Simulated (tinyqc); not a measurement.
# Worked calculation: small-signal admittance of a forward-biased p+-n diode

Numbers from tinyqc (`OMP_NUM_THREADS=1 python tinyqc.py 2890158 2890159 out.jsonl`; about 0.01 s on one thread of a shared Intel Xeon 2.30GHz). Printed values are rounded.

Holes injected into a neutral base of width wb with an ohmic contact at its end; low injection, p0 far above the equilibrium density. A small voltage v exp(i w t), w = 2 pi f, modulates the edge density by p0 v/Vt, and the small-signal density obeys Dp d2p/dx2 = (1/tau + i w) p.

Values chosen for this exercise; permittivity close to that of gallium arsenide:

| symbol | value | unit | meaning |
|---|---|---|---|
| T | 300 | K | temperature |
| eps_r | 12.9 |  | relative permittivity |
| Nd | 1.7e15 | cm^-3 | donor density of the base |
| Dp | 4.4 | cm^2/s | hole diffusion coefficient |
| tau | 7e-7 | s | hole lifetime |
| wb | 3.7 | um | width of the neutral base |
| p0 | 1.2e14 | cm^-3 | excess hole density at the junction edge |
| Na | 4e19 | cm^-3 | acceptor density of the p+ side |
| f | 5.1e6 | Hz | signal frequency |

Constants: q = 1.602176634e-19 C, kB = 1.380649e-23 J/K, Vt = kB T/q, eps0 = 8.8541878128e-14 F/cm where lengths are in cm. Results are converted to the units shown.

## Closed-form admittance

L = sqrt(Dp tau); direct current J = (q Dp p0/L) coth(wb/L); k = sqrt(1 + i w tau)/L; diffusion admittance Y = (q Dp p0/Vt) k coth(k wb) = G + i w C_diff; junction capacitance C_j = sqrt(q eps0 eps_r Nd/(2 Vr)) in the depletion approximation, with the remaining barrier Vr = Vt ln(Na/p0), a rough value under forward bias; base-width modulation is left out.

L = 17.54993 um
J = 0.2320124 A/cm^2
k wb = 0.7219596+0.6904908i
Y = 9.165752+2.903839i S/cm^2
C_diff = 0.09061967 uF/cm^2
C_j = 0.02175185 uF/cm^2

G is 1.02 times its low-frequency value J/Vt, and C_diff is 4.17 times C_j.

## The same by finite differences

7 equal intervals, h = wb/7; u = small-signal density over its edge value, u_0 = 1, u_7 = 0; u_(i-1) + b u_i + u_(i+1) = 0 with b = -2 - h^2 (1/tau + i w)/Dp; Y = (q Dp p0/(Vt h)) (-b/2 - u_1), which includes the half box at the edge.

b = -2.000907-0.020347i
u, node 1 to 6: [0.8524579-0.0372241i, 0.7064465-0.0571368i, 0.5622385-0.0627272i, 0.4198168-0.0569344i, 0.2789344-0.0426512i, 0.1391728-0.0227312i]
Y on the mesh = 9.162108+2.934295i S/cm^2

Against the closed form the real part is 0.040 % below it and the imaginary part 1.0 % above it; |k h| = 0.14.
